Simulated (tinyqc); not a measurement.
Changing the Grueneisen parameter gamma_TA: quasi-harmonic thermal expansion with mode Grueneisen parameters. Computed by tinyqc, a small Python program. Command: `OMP_NUM_THREADS=1 python tinyqc.py 3010510 3010511 out.jsonl qha sweep`. One thread of a shared host (Intel(R) Xeon(R) Processor @ 2.30GHz), about 0.05 s of CPU time with the checks.

A crystal with two atoms a cell; per atom there are 1 transverse acoustic (TA), 1/2 longitudinal acoustic (LA) and 3/2 optical (O) modes. Every frequency of group i scales as nu_i (V/V0)^(-gamma_i). Each group has one frequency. Static energy: E = (9 V0 B0/16) [y^3 B' + y^2 (2 - 4 y)], y = (V0/V)^(2/3) - 1, with pressure P_s = (3 B0/2) (z^7 - z^5) [1 + (3/4)(B' - 4)(z^2 - 1)], z = (V0/V)^(1/3).

Inputs (values chosen for the exercise, modelled on gallium arsenide):
```
quantity,value,unit
static volume V0,22.6,angstrom^3/atom
static bulk modulus B0,77.2,GPa
static B',4.69,-
frequency nu_TA,2.51,THz
frequency nu_LA,5.52,THz
frequency nu_O,8.32,THz
Grueneisen parameter gamma_LA,1.1,-
Grueneisen parameter gamma_O,1.3,-
temperature T,30,K
step factor f,1,-
```

Acoustic groups: Einstein.

Constants: h x 1 THz = 4.135667696 meV; k_B = 8.617333262e-05 eV/K; 1 eV/angstrom^3 = 160.2176634 GPa.

Method:
- For a mode with x = h nu/(k_B T), n = 1/(exp(x) - 1): U = h nu (n + 1/2), C/k_B = x^2 n (n + 1); U_i and C_i sum these over group i with its weight per atom.
- Phonon pressure P_ph = sum_i gamma_i U_i/V.
- gamma_th = sum gamma_i C_i / sum C_i; volume expansion coefficient alpha_V = gamma_th C k_B/(B0 V0); linear coefficient alpha_V/3; first-order volume change P_ph/B0.
- Start at V0 and step V(new) = V [1 + f (P_s + P_ph)/B0]; stop when |P_s + P_ph| < 1e-8 GPa, after 60 steps, or when V leaves 0.7 to 1.3 V0.
- B_T = -V d(P_s + P_ph)/dV at fixed T (central difference, step 1e-4 V); alpha_V = sum gamma_i C_i k_B/(B_T V), all at V(T); the linear coefficient is alpha_L = alpha_V/3.
- C_P - C_V = alpha_V^2 B_T V T; the optical frequency is nu_O (V/V0)^(-gamma_O).
- At T = 0, U_i is the zero-point energy (h nu/2 a mode); solve P_s + P_ph = 0.

One run for each value:
```
Grueneisen parameter gamma_TA,linear expansion coefficient (ppm/K),gamma_th at V0,volume change from V0 (%),zero-point volume change (%)
-2.2,-1.711,-2.134,0.2565,0.2603
-1.7,-1.322,-1.644,0.2816,0.2845
-1.2,-0.931,-1.154,0.3066,0.3086
-0.7,-0.538,-0.664,0.3316,0.3328
-0.2,-0.141,-0.174,0.3565,0.3569
0.3,0.259,0.316,0.3815,0.3809
0.8,0.663,0.806,0.4063,0.4049
1.3,1.072,1.296,0.4311,0.4287
1.8,1.485,1.786,0.4558,0.4525
```

What does the table show, and why?

Over the rows, linear expansion coefficient (ppm/K) rises from -1.71 to 1.49; gamma_th at V0 rises from -2.13 to 1.79; volume change from V0 (%) rises from 0.257 to 0.456. The expansion changes sign between gamma_TA = -0.20 and 0.30, where gamma_TA C_TA cancels the other groups.
